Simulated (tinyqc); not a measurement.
Current of a Schottky diode by thermionic-emission-diffusion theory, and its read-back from I-V-T and C-V data: one step, computed by the program tinyqc. Command: `OMP_NUM_THREADS=1 python tinyqc.py 3014227 3014228 out.jsonl schottky walk`. One thread of a shared host (Intel(R) Xeon(R) Processor @ 2.30GHz), about 0.01 s of CPU time with the checks.

Full ionisation, no tunnelling, no recombination current. V is the voltage across the junction itself, forward positive.

Problem. Read-back from the I-V curve. N_c(T) = N_c (T/300 K)^(3/2); V_bi = phi_0 - (k_B T/e) ln(N_c(T)/N); surface field F = sqrt(2 e N (V_bi - V - k_B T/e)/(eps eps_0)); image lowering d_phi = sqrt(e F/(4 pi eps eps_0)); effective barrier phi = phi_0 - d_phi. Collection velocity v_R = A* T^2/(e N_c(T)); diffusion velocity v_D = mu F; J = e N_c(T) v_R/(1 + v_R/v_D) exp(-phi/k_B T) [exp(e V/k_B T) - 1]. Ideality n = (e/k_B T)/(d ln J/dV) by a central difference of +/- 1 mV; J_0 = J exp(-e V/(n k_B T)); apparent barrier phi_IV = k_B T ln(A* T^2/J_0); a C-V plot gives phi_CV = phi_0, the mean without lowering.

Inputs (values chosen for the exercise, modelled on n-type GaN):

| quantity | value | unit |
|---|---|---|
| Richardson constant A* | 25.6 | A/(cm^2 K^2) |
| effective density of states at 300 K, N_c | 2.3e+18 | 1/cm^3 |
| permittivity eps | 9.7 | - |
| mobility mu | 830 | cm^2/(V s) |
| barrier without image force phi_0 | 1.08 | eV |
| doping N | 3.4e+16 | 1/cm^3 |
| junction voltage V | 0.44 | V |
| temperature T | 423 | K |

Barrier: uniform.

Constants: k_B = 8.617333262e-05 eV/K; e = 1.602176634e-19 C; eps_0 = 8.8541878128e-12 F/m.

Give: ideality factor n; extrapolated J_0; apparent barrier phi_IV; phi_CV - phi_IV.

Solution.

ideality factor n = 1.024

extrapolated J_0 = 1.833e-06 A/cm^2

apparent barrier phi_IV = 1.041 eV

phi_CV - phi_IV = 39.43 meV
